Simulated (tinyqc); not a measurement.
Inside a calculation. Method: lattice vibrations of a chain. Computed by tinyqc, a small Python program that keeps every step. Command: `OMP_NUM_THREADS=1 python tinyqc.py 30323 30324 out.jsonl` (the two numbers bound the seeds that draw the settings). One thread of a shared host (Intel(R) Xeon(R) Processor @ 2.60GHz), about 0.01 s of CPU time with the checks.

## Dynamical matrix at q = 0.43

A chain moving along its axis:

| atom | mass (u) | spring to the next atom (eV/angstrom^2) |
|---|---|---|
| 1 | 48.9000 | 19.7000 |
| 2 | 60.9000 | 22.6000 |

q is in units of 2 pi/a. A spring k from atom i to atom j, n cells on, adds k to Phi_ii and Phi_jj, -k exp(2 pi i q n) to Phi_ij and the conjugate to Phi_ji (for one atom a cell: 2k (1 - cos 2 pi q n)); D_ij = Phi_ij / sqrt(m_i m_j).

D(q) (eV/(angstrom^2 u)):
```
                1               2
1          0.8650  0.0137+0.1763i
2  0.0137-0.1763i          0.6946
```

## Frequencies

omega^2 are the eigenvalues; wavenumber = 521.4708 sqrt(eigenvalue) 1/cm.

eigenvalues: 0.5835  0.9761

wavenumbers (1/cm): 398.3  515.2

weights |e|^2 of the mass-weighted modes:
```
        mode 1  mode 2
atom 1  0.2830  0.7170
atom 2  0.7170  0.2830
```

## Dispersion and heat capacity

C/k_B per atom = mean over q = (j + 1/2)/80, j = 0..39 and all branches of y^2 e^y/(e^y - 1)^2, y = hc wavenumber / k_B T.

Wavenumbers (1/cm):

| q | branch 1 | branch 2 |
|---|---|---|
| 0.0000 | 0.0000 | 651.2358 |
| 0.0625 | 63.2955 | 648.1526 |
| 0.1250 | 125.9486 | 638.9406 |
| 0.1875 | 187.3122 | 623.7165 |
| 0.2500 | 246.7198 | 602.6919 |
| 0.3125 | 303.4378 | 576.2236 |
| 0.3750 | 356.4717 | 545.0101 |
| 0.4375 | 403.4468 | 511.2131 |
| 0.5000 | 429.8168 | 489.2501 |

Heat capacity:

| T (K) | C/k_B per atom |
|---|---|
| 20 | 0.0452 |
| 50 | 0.1142 |
| 100 | 0.2398 |
| 200 | 0.5158 |
| 300 | 0.7059 |
| 600 | 0.9070 |
| 1200 | 0.9752 |

zero-point energy per atom = 25.6613 meV
